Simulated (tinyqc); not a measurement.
Layer against dose: implant damage, amorphisation by cascade overlap, and solid-phase epitaxial regrowth. Computed by tinyqc, a small Python program. Command: `OMP_NUM_THREADS=1 python tinyqc.py 3114281 3114282 out.jsonl sper walk`. One thread of a shared host (Intel(R) Xeon(R) Processor @ 2.30GHz), about 0.01 s of CPU time with the checks.

Range and width of the damage are inputs. Dynamic annealing enters only through the surviving share f.

Inputs (values chosen for the exercise, modelled on phosphorus ions in silicon):
```
quantity                           value    unit
atomic density N                    49.9  1/nm^3
ion Z1                                15       -
ion mass M1                           31       u
target Z2                             14       -
target mass M2                     28.09       u
ion energy E                          11     keV
displacement energy E_d               14      eV
depth of the damage peak R_d         8.6      nm
width of the damage profile s_d      5.2      nm
share of defects that survive f     0.51       -
critical displaced share x_c        0.15       -
dose Q                           4.3e+15  1/cm^2
```

Constants: a_0 = 0.529177210903 angstrom; e^2/(4 pi eps_0) = 14.39964548 eV angstrom.

Method. Robinson partition: eps = E a M2/(Z1 Z2 (e^2/(4 pi eps_0)) (M1 + M2)), a = 0.8853 a_0/sqrt(Z1^(2/3) + Z2^(2/3)); k = 0.0793 Z1^(2/3) Z2^(1/2) (M1 + M2)^(3/2)/((Z1^(2/3) + Z2^(2/3))^(3/4) M1^(3/2) M2^(1/2)); damage energy T_d = E/(1 + k (eps + 0.40244 eps^(3/4) + 3.4008 eps^(1/6))); displacements nu = 0.8 T_d/(2 E_d). Displaced share x(z) = f nu Q exp(-(z - R_d)^2/(2 s_d^2))/(sqrt(2 pi) s_d N); the layer is amorphous where x > x_c, between R_d -/+ s_d sqrt(2 ln(x_max/x_c)), the upper edge being cut at the surface. Threshold dose Q_c = Q x_c/x_max.

threshold dose Q_c = 8.67804e+13 1/cm^2

displacements per ion nu = 220.441

Dose series; the last column is f nu Q erfc((z2 - R_d)/(sqrt2 s_d))/2:
```
Q (1/cm^2)   x_max  upper edge (nm)  lower edge (nm)  displaced atoms beyond z2 (1/cm^2)
9.55e+13    0.1651           6.3245           10.876                          3.5521e+15
1.30e+14    0.2247           3.9249           13.275                          2.6937e+15
2.17e+14    0.3751           1.5597           15.640                          2.1441e+15
3.47e+14    0.5998           0.0000           17.257                          1.8712e+15
6.07e+14    1.0492           0.0000           18.856                          1.6571e+15
1.04e+15    1.7976           0.0000           20.189                          1.5102e+15
2.17e+15    3.7508           0.0000           21.794                          1.3624e+15
4.34e+15    7.5017           0.0000           23.146                          1.2575e+15
```

What follows from these numbers?

A dose 45 times larger moves the lower edge from 10.9 to 23.1 nm, as the root of a logarithm, and the damage beyond it falls by a factor 2.8, since the edge lies on an ever steeper tail. The layer reaches the surface at Q_c exp(R_d^2/(2 s_d^2)) = 3.41e14 per cm^2.
